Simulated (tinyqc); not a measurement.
Inside a calculation. Method: RKS/BP86 in the 6-311g basis, for H2, spin multiplicity 1. One step of it, computed by the program tinyqc.

Task: Iteration 2: building the Kohn-Sham matrix. J_ij = sum D_kl (ij|kl); F = H + J + V_xc; E = tr D H + tr D J / 2 + E_xc + E_nn.

D after iteration 1, lower triangle:
```
          1H 1s     1H 2s     1H 3s     2H 1s     2H 2s     2H 3s
1H 1s  0.058773
1H 2s  0.057623  0.056496
1H 3s  0.098317  0.096393  0.164467
2H 1s  0.058773  0.057623  0.098317  0.058773
2H 2s  0.057623  0.056496  0.096393  0.057623  0.056496
2H 3s  0.098317  0.096393  0.164467  0.098317  0.096393  0.164467
```

core Hamiltonian H = T + V (hartree), lower triangle:
```
           1H 1s      1H 2s      1H 3s      2H 1s      2H 2s      2H 3s
1H 1s  -0.423289
1H 2s  -0.945208  -0.999327
1H 3s  -0.636979  -0.819654  -0.789969
2H 1s  -0.462114  -0.623372  -0.520467  -0.423289
2H 2s  -0.623372  -0.809821  -0.723579  -0.945208  -0.999327
2H 3s  -0.520467  -0.723579  -0.732586  -0.636979  -0.819654  -0.789969
```

Two-electron integrals (ij|kl) in chemists' order, unique and non-zero (hartree):
```
(11|11) 1.393035   (21|11) 0.822971   (21|21) 0.509703   (22|11) 0.822904
(22|21) 0.543028   (22|22) 0.644106   (31|11) 0.411256   (31|21) 0.257757
(31|22) 0.279868   (31|31) 0.130794   (32|11) 0.543681   (32|21) 0.365771
(32|22) 0.452669   (32|31) 0.189803   (32|32) 0.325140   (33|11) 0.494021
(33|21) 0.340115   (33|22) 0.445993   (33|31) 0.178035   (33|32) 0.331779
(33|33) 0.361682   (41|11) 0.179317   (41|21) 0.114989   (41|22) 0.128810
(41|31) 0.058701   (41|32) 0.088182   (41|33) 0.083607   (41|41) 0.038709
(42|11) 0.258539   (42|21) 0.175259   (42|22) 0.217522   (42|31) 0.091081
(42|32) 0.155425   (42|33) 0.156230   (42|41) 0.065154   (42|42) 0.129293
(43|11) 0.185591   (43|21) 0.127420   (43|22) 0.163131   (43|31) 0.066542
(43|32) 0.118505   (43|33) 0.122241   (43|41) 0.047800   (43|42) 0.100105
(43|43) 0.079324   (44|11) 0.611707   (44|21) 0.425957   (44|22) 0.558118
(44|31) 0.223468   (44|32) 0.407931   (44|33) 0.422191   (44|41) 0.179317
(44|42) 0.399557   (44|43) 0.318802   (44|44) 1.393035   (51|11) 0.399557
(51|21) 0.249718   (51|22) 0.269848   (51|31) 0.126608   (51|32) 0.182675
(51|33) 0.170940   (51|41) 0.065154   (51|42) 0.102661   (51|43) 0.074858
(51|44) 0.258539   (51|51) 0.129293   (52|11) 0.479607   (52|21) 0.320813
(52|22) 0.391581   (52|31) 0.166119   (52|32) 0.279078   (52|33) 0.280969
(52|41) 0.093285   (52|42) 0.172501   (52|43) 0.132698   (52|44) 0.479607
(52|51) 0.172501   (52|52) 0.273490   (53|11) 0.371519   (53|21) 0.253759
(53|22) 0.325558   (53|31) 0.132415   (53|32) 0.238645   (53|33) 0.252327
(53|41) 0.075885   (53|42) 0.150520   (53|43) 0.119497   (53|44) 0.434563
(53|51) 0.137859   (53|52) 0.236574   (53|53) 0.215630   (54|11) 0.425957
(54|21) 0.294828   (54|22) 0.383872   (54|31) 0.154409   (54|32) 0.280967
(54|33) 0.292809   (54|41) 0.114989   (54|42) 0.249718   (54|43) 0.200021
(54|44) 0.822971   (54|51) 0.175259   (54|52) 0.320813   (54|53) 0.292863
(54|54) 0.509703   (55|11) 0.558118   (55|21) 0.383872   (55|22) 0.499220
(55|31) 0.200783   (55|32) 0.368041   (55|33) 0.391779   (55|41) 0.128810
(55|42) 0.269848   (55|43) 0.217553   (55|44) 0.822904   (55|51) 0.217522
(55|52) 0.391581   (55|53) 0.363894   (55|54) 0.543028   (55|55) 0.644106
(61|11) 0.318802   (61|21) 0.200021   (61|22) 0.217553   (61|31) 0.101529
(61|32) 0.147636   (61|33) 0.138598   (61|41) 0.047800   (61|42) 0.074858
(61|43) 0.054718   (61|44) 0.185591   (61|51) 0.100105   (61|52) 0.132698
(61|53) 0.106059   (61|54) 0.127420   (61|55) 0.163131   (61|61) 0.079324
(62|11) 0.434563   (62|21) 0.292863   (62|22) 0.363894   (62|31) 0.152065
(62|32) 0.261953   (62|33) 0.268311   (62|41) 0.075885   (62|42) 0.137859
(62|43) 0.106059   (62|44) 0.371519   (62|51) 0.150520   (62|52) 0.236574
(62|53) 0.205142   (62|54) 0.253759   (62|55) 0.325558   (62|61) 0.119497
(62|62) 0.215630   (63|11) 0.414146   (63|21) 0.285704   (63|22) 0.376718
(63|31) 0.149673   (63|32) 0.281283   (63|33) 0.309022   (63|41) 0.076069
(63|42) 0.148285   (63|43) 0.117877   (63|44) 0.414146   (63|51) 0.148285
(63|52) 0.253904   (63|53) 0.234126   (63|54) 0.285704   (63|55) 0.376718
(63|61) 0.117877   (63|62) 0.234126   (63|63) 0.276075   (64|11) 0.223468
(64|21) 0.154409   (64|22) 0.200783   (64|31) 0.080833   (64|32) 0.147077
(64|33) 0.153718   (64|41) 0.058701   (64|42) 0.126608   (64|43) 0.101529
(64|44) 0.411256   (64|51) 0.091081   (64|52) 0.166119   (64|53) 0.152065
(64|54) 0.257757   (64|55) 0.279868   (64|61) 0.066542   (64|62) 0.132415
(64|63) 0.149673   (64|64) 0.130794   (65|11) 0.407931   (65|21) 0.280967
(65|22) 0.368041   (65|31) 0.147077   (65|32) 0.273158   (65|33) 0.295463
(65|41) 0.088182   (65|42) 0.182675   (65|43) 0.147636   (65|44) 0.543681
(65|51) 0.155425   (65|52) 0.279078   (65|53) 0.261953   (65|54) 0.365771
(65|55) 0.452669   (65|61) 0.118505   (65|62) 0.238645   (65|63) 0.281283
(65|64) 0.189803   (65|65) 0.325140   (66|11) 0.422191   (66|21) 0.292809
(66|22) 0.391779   (66|31) 0.153718   (66|32) 0.295463   (66|33) 0.331597
(66|41) 0.083607   (66|42) 0.170940   (66|43) 0.138598   (66|44) 0.494021
(66|51) 0.156230   (66|52) 0.280969   (66|53) 0.268311   (66|54) 0.340115
(66|55) 0.445993   (66|61) 0.122241   (66|62) 0.252327   (66|63) 0.309022
(66|64) 0.178035   (66|65) 0.331779   (66|66) 0.361682
```

nuclear repulsion = 0.61675666 hartree

V_xc (hartree), lower triangle:
```
           1H 1s      1H 2s      1H 3s      2H 1s      2H 2s      2H 3s
1H 1s  -0.555924
1H 2s  -0.345706  -0.379751
1H 3s  -0.175835  -0.258924  -0.239826
2H 1s  -0.097174  -0.180887  -0.139360  -0.555924
2H 2s  -0.180887  -0.261263  -0.218847  -0.345706  -0.379751
2H 3s  -0.139360  -0.218847  -0.218196  -0.175835  -0.258924  -0.239826
```

E_xc = sum of w rho eps_xc = -0.57185937 hartree

Give: Coulomb J; Kohn-Sham matrix F; total energy of this density.

Result:

Coulomb J (hartree), lower triangle:
```
        1H 1s   1H 2s   1H 3s   2H 1s   2H 2s   2H 3s
1H 1s  1.3407
1H 2s  0.8908  1.0903
1H 3s  0.4610  0.7838  0.8069
2H 1s  0.2499  0.4696  0.3655  1.3407
2H 2s  0.4696  0.7485  0.6588  0.8908  1.0903
2H 3s  0.3655  0.6588  0.7253  0.4610  0.7838  0.8069
```

Kohn-Sham matrix F (hartree), lower triangle:
```
         1H 1s    1H 2s    1H 3s    2H 1s    2H 2s    2H 3s
1H 1s   0.3614
1H 2s  -0.4001  -0.2887
1H 3s  -0.3518  -0.2948  -0.2229
2H 1s  -0.3094  -0.3346  -0.2943   0.3614
2H 2s  -0.3346  -0.3226  -0.2837  -0.4001  -0.2887
2H 3s  -0.2943  -0.2837  -0.2255  -0.3518  -0.2948  -0.2229
```

total energy of this density = -1.129402 hartree
